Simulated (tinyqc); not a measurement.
# Inputs raised by 10 %, one at a time

Model: Stillinger-Weber potential for a tetrahedral semiconductor. Computed by tinyqc, a small Python program. Command: `OMP_NUM_THREADS=1 python tinyqc.py 3023478 3023479 out.jsonl swsi sens`. One thread of a shared host (Intel(R) Xeon(R) Processor @ 2.30GHz), about 0.1 s of CPU time with the checks.

With x = r/sigma: pair term eps A (B x^-4 - 1) exp(1/(x - a)); for each pair of neighbours j, k of atom i, three-body term eps lambda exp(gamma/(x_ij - a) + gamma/(x_ik - a)) (cos theta_jik + 1/3)^2; both vanish beyond x = a. A = 7.049556277, B = 0.6022245584, a = 1.8.

Inputs (values chosen for the exercise, modelled on silicon):
```
quantity,value,unit
energy scale eps,2.178,eV
length scale sigma,2.092,angstrom
three-body strength lambda,22.1,-
gamma,1.2,-
```

Constants: 1 eV/angstrom^3 = 160.2176634 GPa.

Method. All angles are tetrahedral, so only the pair term acts; its minimum lies at x = 2^(1/6) with depth eps, and second neighbours lie beyond the cut-off. a0 = 4 d/sqrt3; E = -2 eps per atom. Second derivatives of the energy per atom, volume a0^3/8: e_xx gives C11, e_xx = -e_yy gives 2 (C11 - C12), e_xy = e_yx = h/2 gives the unrelaxed C44(0). Under that shear the second sublattice shifts by u_z; minimising over u_z gives C44 = C44(0) - E_hu^2/(E_uu V) and Kleinman's zeta = |E_hu/E_uu|/(a0/4). The optical force constant is k = 4 E_uu, with M omega^2 = k at the zone centre.

Runs:
```
input moved,from,to,C11 (GPa),C12 (GPa),internal strain zeta,optical force constant k (eV/angstrom^2)
base run,-,-,155.42,75.784,0.61451,37.293
energy scale eps (eV),2.178,2.3958,170.96,83.363,0.61451,41.022
length scale sigma (angstrom),2.092,2.3012,116.77,56.938,0.61451,30.820
three-body strength lambda,22.1,24.31,160.73,73.130,0.58659,38.251
gamma,1.2,1.32,139.59,83.703,0.70704,34.434
```

Exponents ln(y'/y) / ln(x'/x):
```
input,C11,C12,internal strain zeta,optical force constant k
energy scale eps,1.000,1.000,0.000,1.000
length scale sigma,-3.000,-3.000,0.000,-2.000
three-body strength lambda,0.352,-0.374,-0.488,0.266
gamma,-1.128,1.043,1.472,-0.837
```

Among the inputs moved here: C11 answers most in size to length scale sigma (exponent -3.000), next to gamma (-1.128). Its exponent +1.000 in energy scale eps: eps sets the scale. Its exponent -3.000 in length scale sigma: energy over volume. C12 answers most in size to length scale sigma (exponent -3.000), next to gamma (+1.043). Internal strain zeta answers most in size to gamma (exponent +1.472), next to three-body strength lambda (-0.488); its exponent is below 0.0005 for energy scale eps, length scale sigma. Its exponent 0.000 in energy scale eps: zeta depends only on the ratio of bending to stretching stiffness. Optical force constant k answers most in size to length scale sigma (exponent -2.000), next to energy scale eps (+1.000). Its exponent -2.000 in length scale sigma: energy over length squared.

Caution (all rows): the original fit to silicon is too soft in shear (C44) and too stiff for the optical mode.
